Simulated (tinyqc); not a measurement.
Donor binding, ionisation and the Mott limit: one step of the calculation.

Hydrogenic donor: Ry = (m0 q^3/(8 eps0^2 h^2)) me/eps_r^2 in eV, E0 = cc Ry, radius a = q/(8 pi eps0 eps_r E0), Mott density Nm = (0.26/a)^3. Below Nm the level sinks as Ed = E0 [1 - (N/Nm)^(1/3)]. Neutrality: Nc F12(eta) = N/(1 + 2 exp(eta + Ed/kB T)), F12(x) = (2/sqrt(pi)) int_0^infinity sqrt(u)/(1 + exp(u - x)) du.

Question. Binding energy, radius and Mott density. The mean spacing of the donors is N^(-1/3).

Parameters, values chosen for the exercise; band and dielectric values close to those of gallium nitride:
```
symbol,value,unit,meaning
eps_r,9.63,,relative permittivity
me,0.198,m0,"mass in the hydrogenic formula, set independently of Nc"
cc,1,,ratio of the true binding energy to the hydrogenic one
N,4.7e17,cm^-3,donor density
```

Constants: q = 1.602176634e-19 C, eps0 = 8.8541878128e-12 F/m, h = 6.62607015e-34 J s, m0 = 9.1093837015e-31 kg. Results are converted to the units shown.

Find: Ry; E0; a; Nm; spacing over a; Ed.

Answer.

Ry = 29.05 meV
E0 = 29.05 meV
a = 2.574 nm
Nm = 1.031e18 cm^-3
spacing over a = 4.997
Ed = 6.692 meV

Range of the model: A sharp level with degeneracy 2 overstates freeze-out near Nm, where the impurity band broadens and merges with the conduction band.

Program tinyqc, `OMP_NUM_THREADS=1 python tinyqc.py 2330057 2330058 out.jsonl`; Intel Xeon 2.30GHz, shared host, one thread, about 0.01 s.
